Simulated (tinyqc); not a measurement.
Plane-wave Kohn-Sham cycle with exchange-only LDA in a layered model solid, step by step. One step of it, computed by the program tinyqc.

Question. Iteration 1: Hamiltonian at one k. H(m,m') = (k + G_m)^2/2 delta + V(G_m - G_m'), with V(-G) = V(G).

A solid whose potential varies along x alone (atomic units):
```
parameter                      value
period a                   10.500000
cross-section of the cell  21.000000
electrons per cell                 2
grid points                       16
plane waves -n..n, n               3
k points                           2
V1 in V1 cos(2 pi x/a)     -0.450000
```

V(G_m), m = 0, 1, 2, ... (hartree): [-0.205367, -0.225000, 0.000000, 0.000000, 0.000000, 0.000000, 0.000000]

k = 0.250000 2 pi / a

Give: H.

Answer.

H (hartree), order -3, -2, -1, +0, +1, +2, +3:
```
[[1.1486, -0.2250, 0.0000, 0.0000, 0.0000, 0.0000, 0.0000],
 [-0.2250, 0.3429, -0.2250, 0.0000, 0.0000, 0.0000, 0.0000],
 [0.0000, -0.2250, -0.1047, -0.2250, 0.0000, 0.0000, 0.0000],
 [0.0000, 0.0000, -0.2250, -0.1942, -0.2250, 0.0000, 0.0000],
 [0.0000, 0.0000, 0.0000, -0.2250, 0.0744, -0.2250, 0.0000],
 [0.0000, 0.0000, 0.0000, 0.0000, -0.2250, 0.7010, -0.2250],
 [0.0000, 0.0000, 0.0000, 0.0000, 0.0000, -0.2250, 1.6857]]
```
